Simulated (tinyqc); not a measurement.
# Haynes-Shockley experiment: what a collector records, against the sweep field along the drift

A sheet injected at x = 0, t = 0 gives at x = L the signal n(t) = N0 exp(-t/tau - (L - v t)^2/(4 D t))/sqrt(4 pi D t), D = mu Vt, v = mu F. Its peak lies at tp = [-D + sqrt(D^2 + u^2 L^2)]/u^2, u^2 = v^2 + 4 D/tau; dt is the full width at half height. Simple readings: mobility L/(F tp), diffusion coefficient (L dt/tp)^2/(16 ln 2 tp). Area v times the integral of n over N0: (v/u) exp(L (v - u)/(2 D)).

Inputs (values chosen for the exercise):
- T = 250 K (temperature)
- mu = 1870 cm^2/(V s) (minority-carrier mobility)
- tau = 7e-6 s (lifetime)
- L = 510 um (distance from injector to collector)

Constants: q = 1.602176634e-19 C, kB = 1.380649e-23 J/K, Vt = kB T/q. Results are converted to the units shown.

Results:
```
F (V/cm)  L/v (us)  tp (us)  dt (us)  apparent mobility (cm^2/(V s))  apparent D (cm^2/s)    area  exp(-L/(v tau))
2            13.64    7.365    9.256                            3462                50.29  0.1395           0.1426
3.5          7.792    5.702    6.132                            2555                47.56  0.2985           0.3285
6.1          4.471    3.867    3.327                            2162                44.91  0.4995           0.5280
11           2.479    2.326    1.518                            1993                42.93  0.6866           0.7017
18           1.515    1.466   0.7500                            1933                41.91  0.7982           0.8054
56          0.4870   0.4829   0.1399                            1886                40.80  0.9318           0.9328
97          0.2812   0.2798  0.06158                            1879                40.58  0.9603           0.9606
```

Estimate the missing row, F = 32 V/cm.

Computed row:
```
F (V/cm)  L/v (us)  tp (us)  dt (us)  apparent mobility (cm^2/(V s))  apparent D (cm^2/s)    area  exp(-L/(v tau))
32          0.8523   0.8384   0.3218                            1901                41.19  0.8827           0.8854
```

With this row back in the table: True values: mu = 1870 cm^2/(V s), D = 40.3 cm^2/s. The apparent mobility is 85 % above the true one in the first row and 0.47 % above it in the last, and the apparent D 25 % above and 0.74 % above D. The peak always comes before L/v, since spreading and decay both weigh down the later part of the signal; the shift is 46 % and 0.47 % in these rows.

Computed by the program tinyqc: `OMP_NUM_THREADS=1 python tinyqc.py 2310105 2310106 out.jsonl`, one thread of a shared Intel Xeon 2.30GHz, about 0.01 s for the whole run.
